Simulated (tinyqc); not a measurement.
n-type polysilicon, carrier trapping at grain boundaries: two steps of the calculation.

One-dimensional grains of size Lg, uniform ionised doping N, monovalent traps Qt at each boundary at a depth Et below (for electrons) or above (for holes) the band edge there, abrupt depletion of width W on each side of a boundary, Boltzmann statistics. xi is the distance from the band edge at the grain centre to the Fermi level. Trapped charge Qt/(1 + exp((xi + VB - Et)/Vt)) = 2 N W, barrier VB = q N W^2/(2 eps0 eps_r).

Inputs (values chosen for the exercise); values of the order met in polycrystalline silicon:

| symbol | value | unit | meaning |
|---|---|---|---|
| T | 350 | K | temperature |
| eps_r | 11.7 |  | relative permittivity |
| NB | 3.53e19 | cm^-3 | conduction-band density of states at T |
| Lg | 52 | nm | grain size |
| Qt | 3.1e12 | cm^-2 | trap density of a grain boundary |
| Et | 0.45 | eV | depth of the trap level from the majority band edge at the boundary |
| ms | 0.46 | m0 | mass for thermionic emission |
| fe | 0.25 |  | correction factor of the emission rate |
| mug | 89 | cm^2/(V s) | mobility inside the grains |
| N | 2.1e18 | cm^-3 | doping |

Constants: q = 1.602176634e-19 C, kB = 1.380649e-23 J/K, m0 = 9.1093837015e-31 kg, Vt = kB T/q, eps0 = 8.8541878128e-14 F/cm where lengths are in cm. Results are converted to the units shown.

Task 1. New W. Partly depleted grain, xi = Vt ln(NB/N): f = 1/(1 + exp((xi + VB - Et)/Vt)), g = Qt f - 2 N W, g' = -2 Qt f (1 - f) VB/(W Vt) - 2 N, W(new) = W - g/g'.

W at the start = 7.4 nm

Find: VB; f; g; g'; W after iteration 1.

Result 1.

VB = 0.08893 V
f = 0.9999
g = -8.329e9 cm^-2
g' = -4.203e11 cm^-2/nm
W after iteration 1 = 7.380 nm

Task 2. Resistivity and effective mobility. n0 = NB exp(-xi/Vt); mean density n0 (1 - 2 W/Lg) by charge balance in a partly depleted grain, and n0 (sqrt(pi)/2) erf(u)/u with u = sqrt(VB/Vt) in a fully depleted one; v = sqrt(kB T/(2 pi ms m0)); barrier resistivity Vt exp(VB/Vt)/(q fe n0 v Lg); grain resistivity (1 - 2 W/Lg)/(q n0 mug); effective mobility 1/(q mean density total resistivity).

W = 7.3801805 nm
xi = 0.085111760 V
VB = 0.088450251 V

Give: n0; mean density; v; barrier resistivity; grain resistivity; resistivity; effective mobility.

Result 2.

n0 = 2.1000e18 cm^-3
mean density = 1.5039e18 cm^-3
v = 4.2841e6 cm/s
barrier resistivity = 0.30223 ohm cm
grain resistivity = 0.023916 ohm cm
resistivity = 0.32614 ohm cm
effective mobility = 12.725 cm^2/(V s)

The resistivity is 9.77 times that of a single crystal with the same N and mobility mug, and the mean density is 71.6 % of N.

tinyqc, about 0.01 s, one thread, Intel Xeon 2.30GHz (shared host): `OMP_NUM_THREADS=1 python tinyqc.py 2830177 2830178 out.jsonl`
